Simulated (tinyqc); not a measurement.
Self-consistent Fermi level with native defects, at growth and after a quench. Inputs raised by 2 %, one at a time. Computed by tinyqc, a small Python program. Command: `OMP_NUM_THREADS=1 python tinyqc.py 3007273 3007274 out.jsonl scfermi sens`. One thread of a shared host (Intel(R) Xeon(R) Processor @ 2.30GHz), about 0.1 s of CPU time with the checks.

Energies are counted from the top of the valence band (VBM); when the gap shrinks with temperature the conduction band moves and the levels stay. The added dopant is taken as fully ionised. D and A draw on one reservoir with opposite signs, as the two vacancies of a compound do.

Inputs (values chosen for the exercise, with bands modelled on CdS):
```
quantity                                value   unit
gap E_g at 300 K                         2.49     eV
slope -dE_g/dT above 300 K            0.00027   eV/K
electron mass m_e                       0.197    m_0
valleys M_c                                 1      -
hole mass m_h                           0.832    m_0
E_f of the neutral native donor D       2.151     eV
E_f of the neutral native acceptor A    2.415     eV
shift s of the chemical potential     -0.0064     eV
site density N_s                      3.5e+22  cm^-3
dopant density N_X                    1.2e+17  cm^-3
growth temperature T_g                   1340      K
temperature of use T                      300      K
```

Added shallow dopant: donor.

levels of D above the VBM, most positive state first (eV): 0.888  1.1  1.23

levels of A above the VBM, (0/-1) first (eV): 0.653  1.03  1.41

Constants: m_0 = 9.1093837015e-31 kg; k_B = 1.380649e-23 J/K; h = 6.62607015e-34 J s; k_B = 8.617333262e-05 eV/K.

Method:
- E_f(D, 0) = input + s and E_f(A, 0) = input - s; E_f(q, E_F = 0) follows from the levels, eps(q/q-1) = E_f(q - 1) - E_f(q) at E_F = 0.
- E_g(T) = E_g - slope x max(0, T - 300 K).
- N_c = 2 M_c (2 pi m_e k_B T/h^2)^(3/2) and N_v = 2 (2 pi m_h k_B T/h^2)^(3/2), masses in units of m_0.
- At growth T = T_g.
- n = N_c F_1/2((E_F - E_g)/k_B T), p = N_v F_1/2(-E_F/k_B T).
- F_1/2(eta) = (2/sqrt(pi)) int_0^infinity sqrt(x)/(1 + exp(x - eta)) dx, by the trapezoid rule in t = sqrt(x) with step 0.02 up to t = 12 (for eta < -12 by exp(eta) - exp(2 eta)/2^(3/2)).
- In equilibrium c_q = N_s exp(-(E_f(q, 0) + q E_F)/k_B T).
- Net charge = p - n + sum q c_q + N_X; the log ratio is ln(positive charge/negative charge).
- E_F is the root of the log ratio, by 50 bisections between -0.5 eV and E_g + 0.5 eV.
- After a quench the totals of D and A stay as grown, and each is shared among its charge states with weights exp(-(E_f(q, 0) + q E_F)/k_B T).

Runs:
```
input moved                                   from         to  E_F at growth (eV)  total D (cm^-3)  total A (cm^-3)  n after the quench (cm^-3)
base run                                         -          -              1.2619       5.8722e+14       5.6137e+16                     0.25198
E_f of the neutral native donor D (eV)       2.151    2.19402              1.2618       4.0467e+14       5.6090e+16                     0.25572
E_f of the neutral native acceptor A (eV)    2.415     2.4633              1.2825       5.3211e+14       5.4016e+16                     0.44924
dopant density N_X (cm^-3)                 1.2e+17  1.224e+17              1.2629       5.8421e+14       5.7173e+16                     0.25883
growth temperature T_g (K)                    1340     1366.8              1.2476       9.1713e+14       5.7517e+16                     0.14941
site density N_s (cm^-3)                   3.5e+22   3.57e+22              1.2609       6.0200e+14       5.6243e+16                     0.24347
temperature of use T (K)                       300        306              1.2619       5.8722e+14       5.6137e+16                     0.62622
hole mass m_h (m_0)                          0.832    0.84864              1.2619       5.8709e+14       5.6179e+16                     0.24859
```

Exponents ln(y'/y) / ln(x'/x):
```
input                                 E_F at growth  total D  total A  n after the quench
E_f of the neutral native donor D            -0.002  -18.802   -0.042               0.744
E_f of the neutral native acceptor A          0.819   -4.976   -1.945              29.199
dopant density N_X                            0.040   -0.259    0.924               1.354
growth temperature T_g                       -0.576   22.515    1.227             -26.392
site density N_s                             -0.039    1.256    0.095              -1.735
temperature of use T                          0.000    0.000    0.000              45.972
hole mass m_h                                 0.002   -0.011    0.038              -0.683
```

Among the inputs moved here: E_F at growth answers most in size to E_f of the neutral native acceptor A (exponent +0.819), next to growth temperature T_g (-0.576); its exponent is below 0.0005 for temperature of use T. total D answers most in size to growth temperature T_g (exponent +22.515), next to E_f of the neutral native donor D (-18.802); its exponent is below 0.0005 for temperature of use T. total A answers most in size to E_f of the neutral native acceptor A (exponent -1.945), next to growth temperature T_g (+1.227); its exponent is below 0.0005 for temperature of use T. n after the quench answers most in size to temperature of use T (exponent +45.972), next to E_f of the neutral native acceptor A (+29.199).
